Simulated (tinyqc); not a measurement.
Inside a calculation. Method: geometry optimisation on the RHF/sto-3g surface (energies and gradients from PySCF), for BeH2, spin multiplicity 1. One step of it, computed by the program tinyqc.

Task: Step 2: move. Quasi-Newton step p = -H^(-1) g (the inverse Hessian comes from BFGS updates; coordinates in the order x, y, z of each atom); steps longer than 0.1 bohr are cut back (factor 0.861 here).

positions after step 1 (bohr):
```
             x          y          z
1Be  -0.070535   0.012236  -0.033567
2H   -0.013911   2.483852   0.046885
3H    0.020196  -2.482861  -0.011429
```

gradient (hartree/bohr):
```
               x            y            z
1Be  -0.00365638   0.00511778  -0.00247059
2H    0.00168954   0.00783443   0.00131031
3H    0.00196684  -0.01295221   0.00116028
```

inverse Hessian in use (bohr^2/hartree), lower triangle:
```
           1          2          3          4          5          6          7          8
1   6.705213
2   0.058126   3.269573
3   0.027900  -0.015567   6.685907
4  -0.019442   0.021370  -0.013233   6.675735
5  -0.143351   1.672900  -0.072511   0.044825   6.175720
6  -0.015958   0.042604  -0.010447   0.007079   0.023205   6.671998
7  -0.019105  -0.079496  -0.014666   0.010373   0.098526   0.008879   6.675398
8   0.085225   1.724193   0.088077  -0.066195  -1.181953  -0.065810  -0.019030   6.124426
9  -0.011942  -0.027038  -0.008793   0.006154   0.049305   0.005116   0.005787  -0.022267

          9
9  6.670343
```

Give: positions after step 2.

Result:

positions after step 2 (bohr):
```
          x       y       z
1Be  -0.048   0.006  -0.018
2H   -0.025   2.421   0.038
3H    0.008  -2.414  -0.019
```
